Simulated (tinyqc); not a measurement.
Nucleation and growth of vacancy voids in a cooling silicon-like crystal: one step, computed by the program tinyqc. Command: `OMP_NUM_THREADS=1 python tinyqc.py 3019541 3019542 out.jsonl voids walk`. One thread of a shared host (Intel(R) Xeon(R) Processor @ 2.30GHz), about 0.8 s of CPU time with the checks.

Spherical voids; vacancies are lost only to voids.

Question. Nucleation rate at T with the initial excess. C_e = C_m exp[-(E_f/k_B)(1/T - 1/T_m)]; D = D0 exp(-E_m/(k_B T)); f = k_B T ln(C/C_e); r* = 2 gamma/(rho f); W* = 16 pi gamma^3/(3 rho^2 f^2); Z = f/sqrt(12 pi W* k_B T); I = rho Z (4 pi r* D C) exp(-W*/(k_B T)).

Inputs (values chosen for the exercise, for a model crystal):
```
quantity,value,unit
vacancy density at the melting point C_m,8.7e+14,1/cm^3
formation energy E_f,3.92,eV
melting point T_m,1685,K
diffusion prefactor D0,0.00093,cm^2/s
migration energy E_m,0.46,eV
site density rho,5e+22,1/cm^3
void surface energy gamma,0.889,J/m^2
temperature of the worked step T,1355,K
```

initial excess C = 1.016393e+14 1/cm^3

Constants: k_B = 8.617333262e-05 eV/K; k_B = 1.380649e-23 J/K; e = 1.602176634e-19 C.

Give: C_e; D; driving force f; critical radius r*; W*/(k_B T); rate I.

Answer.

C_e = 1.214e+12 1/cm^3

D = 1.810e-05 cm^2/s

driving force f = 0.5170 eV

critical radius r* = 0.4293 nm

W*/(k_B T) = 36.68

rate I = 6.919e+08 1/(cm^3 s)

Cooling by 10 K multiplies I by 22: nucleation switches on within a narrow range of temperature.
